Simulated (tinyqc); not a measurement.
Buckled dimers of a reconstructed (001) surface, two dangling bonds a dimer: sweeps and comparisons. A value that a table varies takes the place of the one given here.

In a dimer one atom moves up by z and the other down by z; the dangling bond of the up atom (more s-like) falls by gm z and that of the down atom rises by gm z. With all dimers tilted alike: H(k) = [[-gm z - 2 ta cos k, -tp - 2 tx cos k], [., gm z - 2 ta cos k]], k along the row in 1/a. Two electrons a dimer fill the lowest N of the 2N levels on the mesh k_j = (j + 1/2) pi/N. Total energy a dimer: W(z) = (2/N) sum of the filled levels + kf z^2. Repulsion between electrons is left out.

Inputs chosen for the exercise (of the size met on Si(001); the results hold for these values, not for the real material): tp = 0.26 eV (pi coupling inside a dimer); ta = 0.17 eV (coupling between like atoms along the row); tx = 0.02 eV (diagonal coupling along the row); gm = 1.89 eV/angstrom (shift of a dangling bond with height); kf = 6.9 eV/angstrom^2 (force constant of buckling); N = 12 (k points).

## Energy against buckling

W relative to z = 0; gap as lowest upper less highest lower level on 201 points from 0 to pi.

Per dimer (eV):
```
z (angstrom)  band energy  elastic        W      gap
0.00               0.0000   0.0000   0.0000  -0.1600
0.05              -0.0191   0.0173  -0.0018  -0.1260
0.10              -0.0817   0.0690  -0.0127  -0.0354
0.15              -0.2035   0.1552  -0.0482   0.0916
0.20              -0.3518   0.2760  -0.0758   0.2399
0.30              -0.6816   0.6210  -0.0606   0.5697
0.40              -1.0328   1.1040   0.0712   0.9207
0.50              -1.3940   1.7250   0.3310   1.2817
0.60              -1.7605   2.4840   0.7235   1.6482
```

What can be read from the table?

W is lowest at z = 0.2 among these rows (-0.0758 eV). The band energy falls as z^2 at first and linearly, as -2 gm z, once gm z is far above tp, so the elastic term always wins at large z. The gap opens near z = 0.114 angstrom.

## Strong pi bonds keep dimers flat

tp is varied; z minimises W on 0 to 1 angstrom; gap on 201 points; charge moved: the mean of gm z/sqrt((gm z)^2 + h^2) over the mesh, h the off-diagonal element.

Against tp:
```
tp (eV)  z (angstrom)  gain (eV)  gap (eV)  charge moved (e)
0.10           0.2684     0.0858    0.3570             0.980
0.20           0.2524     0.0870    0.3572             0.921
0.30           0.2232     0.0755    0.3575             0.815
0.45           0.1365     0.0092    0.3581             0.498
0.60           0.0000     0.0000    0.5200             0.000
0.80           0.0000     0.0000    0.9200             0.000
1.00           0.0000     0.0000    1.3200             0.000
1.30           0.0000     0.0000    1.9200             0.000
1.60           0.0000     0.0000    2.5200             0.000
```

What can be read from the table?

Dimers buckle for tp up to 0.45 eV among these rows; for an isolated dimer the limit is gm^2/kf = 0.518 eV. While buckled, the splitting, on average over k, stays near 2 gm^2/kf = 1.035 eV whatever tp is, and beyond the limit it follows 2 tp; the gap is smaller by the width of the bands, about 4 ta = 0.68 eV.

## Tilting alike or in alternation

Alternation doubles the cell: sites L1, R1, L2, R2 with levels -gm z, +gm z, +gm z, -gm z, -tp inside a dimer, -2 ta cos k between L1-L2 and R1-R2, -2 tx cos k between L1-R2 and R1-L2, on k_j = (j + 1/2) pi/(2N); the lowest half of the levels is filled. Energies a dimer; gaps on these meshes.

Two patterns:
```
z (angstrom)  W alike (eV)  W alternating (eV)  difference (meV)  gap alike (eV)  gap alternating (eV)
0.05               -0.5688             -0.6080             -39.2         -0.1202                0.1886
0.10               -0.5797             -0.6628             -83.2         -0.0296                0.3758
0.15               -0.6152             -0.7063             -91.0          0.0974                0.5633
0.20               -0.6428             -0.7301             -87.3          0.2457                0.7509
0.30               -0.6276             -0.7022             -74.6          0.5754                1.1262
0.40               -0.4958             -0.5585             -62.7          0.9265                1.5018
0.50               -0.2360             -0.2893             -53.3          1.2875                1.8774
```

What does this show?

The lowest W listed is -0.6428 eV for like tilts and -0.7301 eV for alternation; the difference at equal z runs from -91.0 to -39.2 meV. With alternation ta joins filled up atoms to empty down atoms and gains energy in second order, about 2 ta^2/(gm z) a dimer at large z, while tx does so for like tilts; here ta = 0.17 and tx = 0.02 eV. At z = 0.3 the gap is 0.575 eV alike and 1.126 eV alternating.

## What each parameter does

z minimises W on 0 to 1 angstrom; gain over flat dimers; gap on 201 points from 0 to pi. Each row changes one parameter from the base and keeps the others.

Results:
```
case                     z (angstrom)  gain (eV)  gap (eV)
base                           0.2367     0.0824    0.3573
tp = 0.221 eV                  0.2475     0.0853    0.3572
ta = 0.2 eV                    0.2367     0.0283    0.2373
tx = 0.05 eV                   0.2361     0.0885    0.3674
gm = 2.041 eV/angstrom         0.2668     0.1498    0.5290
kf = 6.21 eV/angstrom^2        0.2713     0.1269    0.4721
```

What can be read from the table?

The largest shifts from the base row, up to three for each result and ties (the steps differ in size, so this ranks the rows, not the parameters). z (angstrom): kf +0.0346, gm +0.0301, tp +0.0107; unchanged at the printed digits by ta. gain (eV): gm +0.0673, ta -0.0542, kf +0.0444. gap (eV): gm +0.1717, ta -0.1200, kf +0.1148.

tinyqc: `OMP_NUM_THREADS=1 python tinyqc.py 1452280 1452281 out.jsonl`; about 0.05 s, one thread, shared Intel(R) Xeon(R) Processor @ 2.30GHz.
